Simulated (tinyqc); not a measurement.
Crystal pulling from the melt: segregation, interface stability, heat balance and point-defect regime: one step, computed by the program tinyqc. Command: `OMP_NUM_THREADS=1 python tinyqc.py 3014965 3014966 out.jsonl pull walk`. One thread of a shared host (Intel(R) Xeon(R) Processor @ 2.30GHz), about 0.01 s of CPU time with the checks.

A dilute solute; steady pulling with a flat interface unless it is found unstable.

Question. Constitutional supercooling. Liquidus slope per concentration (van 't Hoff): |m| = k_B T_m^2 (1 - k0)/L. Solute gradient at the interface: G_C = (V/D) C_s (1 - k0)/k0. Constitutional supercooling sets in when |m| G_C > G_L. Critical C_s from the equality.

Inputs (values chosen for the exercise, modelled on antimony in silicon): equilibrium coefficient k0 = 0.023; diffusivity in the melt D = 0.00014 cm^2/s; pull rate V = 0.64 mm/min; gradient in the melt G_L = 17 K/cm; latent heat per volume L = 4210 J/cm^3; melting point T_m = 1685 K.

C_s = 2.086536e+17 1/cm^3

Constants: k_B = 1.380649e-23 J/K.

Give: |m|; |m| G_C; critical C_s; ratio |m| G_C/G_L.

Answer.

|m| = 9.097e-21 K cm^3

|m| G_C = 0.6143 K/cm

critical C_s = 5.774e+18 1/cm^3

ratio |m| G_C/G_L = 0.03614

The interface is stable by this test, with a margin of 28.
